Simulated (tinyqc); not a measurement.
# Arrhenius plot from several rate windows

Emission rate en = sn vth(T) Nc(T) exp(-Et/kB T) = sn g T^2 exp(-Et/kB T), g = vth Nc/(300 K)^2, as vth goes as T^0.5 and Nc as T^1.5 (degeneracy factor 1). Here the cross-section is thermally activated, sn exp(-Eb/kB T) with Eb = 0.03 eV. Each window ew gives the temperature where en = ew.

Values chosen for this exercise; material values those of a made-up semiconductor: conduction-band density of states at 300 K Nc = 3.22e19 cm^-3; thermal velocity at 300 K vth = 2.5e7 cm/s; depth of the trap below the conduction edge Et = 0.26 eV; capture cross-section sn = 9.1e-16 cm^2.

Constants: q = 1.602176634e-19 C, kB = 1.380649e-23 J/K. Results are converted to the units shown.

Results:
```
ew (1/s),T peak (K),q/kB T (1/eV),ln(ew/T^2),ln ew
1.7,133.69,86.802,-9.2604,0.53063
5.1,139.31,83.298,-8.2442,1.6292
15,145.30,79.868,-7.2495,2.7081
47,152.19,76.250,-6.2001,3.8501
430,167.51,69.278,-4.1783,6.0638
1300,176.32,65.816,-3.1744,7.1701
3900,185.98,62.396,-2.1826,8.2687
```

Estimate the missing row, ew = 140 1/s.

Computed row:
```
ew (1/s),T peak (K),q/kB T (1/eV),ln(ew/T^2),ln ew
140,159.39,72.805,-5.2011,4.9416
```

With this row back in the table: The peak rises from 134 to 186 K. ln(ew/T^2) against q/kB T is a straight line of slope -0.2900 eV, which is Et + Eb and not Et = 0.26 eV: a capture barrier adds to the activation energy. Its intercept gives sn = 9.10e-16 cm^2. Leaving out the T^2 gives 0.3171 eV, too high by about 2 kB T.

Numbers from tinyqc (`OMP_NUM_THREADS=1 python tinyqc.py 2050172 2050173 out.jsonl`; about 0.01 s on one thread of a shared Intel Xeon 2.30GHz).
